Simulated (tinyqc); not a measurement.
Time-dependent dielectric breakdown: cell percolation, Weibull statistics, area scaling and voltage extrapolation: one step, computed by the program tinyqc.

The oxide is divided into columns of area a^2, each holding m = t_ox/a cells (m is taken as continuous). A share lambda(t) = (t/t_1)^alpha of the cells is defective, and a column whose cells are all defective breaks down.

Question. Weibull parameters from the cell model. Failure fraction F = 1 - (1 - lambda^m)^N with N = A/a^2 columns, which for small lambda^m is 1 - exp(-(t/t63)^beta) with beta = alpha m and t63 = t_1 N^(-1/beta); critical share lambda(t63) = N^(-1/m). 1 um^2 = 1e6 nm^2.

Inputs (values chosen for the exercise, for a model gate oxide):
```
quantity                                              value  unit
oxide thickness t_ox                                    4.7    nm
defect cell size a                                      1.2    nm
exponent alpha of defect growth                         0.5     -
time t_1 at which the occupied share would reach 1  1.2e+07     s
test area A                                             0.9  um^2
```

Give: cells per column m; columns N; Weibull slope beta; characteristic life t63; critical share of defective cells.

Answer.

cells per column m = 3.917

columns N = 625000

Weibull slope beta = 1.958

characteristic life t63 = 13170 s

critical share of defective cells = 0.03313

Times between F = 10 % and 90 % span a factor 4.83: the smaller beta = alpha m, the wider the scatter. Caution: t_1 is an input here; in a real oxide it changes with thickness at fixed voltage.
